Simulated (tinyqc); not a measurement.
Worked calculation: UHF in the sto-3g basis, for BeH, spin multiplicity 2. One step of it, computed by the program tinyqc.

Problem. Orthogonalisation. S = U s U^T; symmetric (Loewdin) form X = U s^(-1/2) U^T, so that X^T S X = 1.

overlap S:
```
           1Be 1s    1Be 2s   1Be 2px   1Be 2py   1Be 2pz     2H 1s
1Be 1s   1.000000  0.259517  0.000000  0.000000  0.000000  0.014644
1Be 2s   0.259517  1.000000  0.000000  0.000000  0.000000  0.222123
1Be 2px  0.000000  0.000000  1.000000  0.000000  0.000000  0.000000
1Be 2py  0.000000  0.000000  0.000000  1.000000  0.000000  0.000000
1Be 2pz  0.000000  0.000000  0.000000  0.000000  1.000000  0.300325
2H 1s    0.014644  0.222123  0.000000  0.000000  0.300325  1.000000
```

Give: eigenvalues of S; X.

Solution.

eigenvalues of S: 0.592  0.806  1.000  1.000  1.182  1.420

X:
```
         1Be 1s  1Be 2s  1Be 2px  1Be 2py  1Be 2pz   2H 1s
1Be 1s    1.027  -0.139    0.000    0.000   -0.005   0.017
1Be 2s   -0.139   1.049    0.000    0.000    0.029  -0.126
1Be 2px   0.000   0.000    1.000    0.000    0.000   0.000
1Be 2py   0.000   0.000    0.000    1.000    0.000   0.000
1Be 2pz  -0.005   0.029    0.000    0.000    1.038  -0.165
2H 1s     0.017  -0.126    0.000    0.000   -0.165   1.059
```
